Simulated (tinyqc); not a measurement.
MOS capacitor on a p-type substrate, surface potential from the exact charge relation: two steps of the calculation.

Uniform p-type substrate, Boltzmann statistics, full ionisation, classical densities. psi is the surface potential against the body (positive when the bands bend down) and u = psi/Vt. Traps are spread evenly over the gap and neutral at flat band, so their charge is -q Dit psi; the minority quasi-Fermi level is shifted by Vb.

Values chosen for this exercise; band and dielectric values close to those of silicon: temperature T = 450 K; band gap Eg = 1.14 eV; relative permittivity eps_r = 11.6; conduction-band density of states at T Nc = 5.24e19 cm^-3; valence-band density of states at T Nv = 4.83e19 cm^-3; electron affinity chi = 4.12 eV; acceptor density of the substrate N = 2.1e16 cm^-3; relative permittivity of the gate insulator (close to silicon dioxide) eox = 3.9; insulator thickness tox = 5.3 nm; gate work function phiM = 5.08 eV; fixed charge at the interface, in units of q Nf = 0 cm^-2; density of interface traps Dit = 0 cm^-2 eV^-1; reverse bias of the inversion layer against the body Vb = 1.5 V.

Constants: q = 1.602176634e-19 C, kB = 1.380649e-23 J/K, Vt = kB T/q, eps0 = 8.8541878128e-14 F/cm where lengths are in cm. Results are converted to the units shown.

Question 1. Flat band, threshold and scales. ni = sqrt(Nc Nv) exp(-Eg/(2 Vt)), Eg in volts; phiF = Vt ln(N/ni); Cox = eps0 eox/tox; Vfb = phiM - chi - (Eg - Vt ln(Nv/N)) - q Nf/Cox; Q0 = sqrt(2 eps0 eps_r q N Vt); r = (ni/N)^2 exp(-Vb/Vt); VT = Vfb + [(2 phiF + Vb)(1 + q Dit/Cox) + sqrt(2 eps0 eps_r q N (2 phiF + Vb))/Cox].

Find: ni; phiF; Cox; Vfb; Q0; r; VT.

Answer 1.

ni = 2.0793e13 cm^-3
phiF = 0.26825 V
Cox = 0.65153 uF/cm^2
Vfb = 0.12017 V
Q0 = 16.371 nC/cm^2
r = 1.5565e-23
VT = 2.3388 V

Question 2. Charges, field and capacitances at the solution. u = psi/Vt; F^2 = exp(-u) + u - 1 + r (exp(u) - u - 1); Qs = -sign(u) Q0 F; Cs = -dQs/dpsi = (Q0/Vt) |1 - exp(-u) + r (exp(u) - 1)|/(2 F). Low frequency: 1/C_LF = 1/Cox + 1/(Cs + q Dit). High frequency, in the simple estimate in which traps and minority carriers do not follow: 1/C_HF = 1/Cox + 1/Cd, Cd being Cs with r = 0 at the same psi. Minority sheet density N_inv = (Q0/(2 q)) int_0^u r (exp(t) - 1)/F(t) dt for u > 0. Oxide field |Qs - q Dit psi + q Nf|/(eps0 eox).

converged psi = -0.13229205 V

Give: Qs; N_inv; oxide field; Cs; C_LF/Cox; C_HF/Cox.

Answer 2.

Qs = 83.32 nC/cm^2
N_inv = 0 cm^-2
oxide field = 0.2413 MV/cm
Cs = 1.216 uF/cm^2
C_LF/Cox = 0.6511
C_HF/Cox = 0.6511

The surface is in accumulation (borders at |psi| = 0, phiF + Vb and 2 phiF + Vb = 2.04 V).

Numbers from tinyqc (`OMP_NUM_THREADS=1 python tinyqc.py 2060043 2060044 out.jsonl`; about 0.01 s on one thread of a shared Intel Xeon 2.30GHz).
